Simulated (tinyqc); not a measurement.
Reset of a mushroom phase-change cell, hemispherical electro-thermal model: two steps of the calculation.

Current spreads from a hemispherical contact of radius r0 into a large dome with constant rho and ka: j = I/(2 pi r^2). With s = r0/r the steady rise is T - T0 = c (b s - s^2), c = I^2 rho/(8 pi^2 ka r0^2). The heat lost through the heater, (T(r0) - T0)/Rh, fixes b = (2 + g)/(1 + g), g = 1/(2 pi ka r0 Rh).

Values chosen for this exercise; values of the order of Ge-Sb-Te and related chalcogenides:
```
symbol  value     unit                                            meaning
T0        300        K                                ambient temperature
Tm        880        K                                      melting point
r0         25       nm                       radius of the heater contact
rho       4.3  mohm cm                resistivity of the hot chalcogenide
ka       0.53  W/(m K)                           its thermal conductivity
Rh         20     K/uW  thermal resistance of the path through the heater
I         870       uA                                      reset current
```

Question 1. Constants and melting current. The peak lies at s = b/2 with the rise c b^2/4; melting starts at the current where that equals Tm - T0, and the molten shell spans the roots of s^2 - b s + (Tm - T0)/c = 0 (s at most 1). Electrical resistance rho/(2 pi r0).

Wanted: g; b; resistance; radius of the peak; melting current; power at that current.

Answer 1.

g = 0.60058
b = 1.6248
resistance = 0.27375 kohm
radius of the peak = 30.774 nm
melting current = 731.12 uA
power at that current = 146.33 uW

Question 2. Temperature profile and molten shell. 

r, point 0 to 7 (nm): 25  28.7  33.8  40  50  65  87.5  125
b = 1.6247717

Wanted: c; T; peak T; inner radius of the melt; outer radius of the melt.

Answer 2.

c = 1244 K
T, point 0 to 7 (K): 1077  1117  1115  1078  999.8  893.6  776.1  654.6
peak T = 1121 K
inner radius of the melt = 25.00 nm
outer radius of the melt = 67.19 nm

The melt reaches the contact.

Range of the model: Constant properties, no latent heat, thermoelectric terms, boundary resistance or heating in the heater itself.

tinyqc, about 0.01 s, one thread, Intel Xeon 2.30GHz (shared host): `OMP_NUM_THREADS=1 python tinyqc.py 2490041 2490042 out.jsonl`
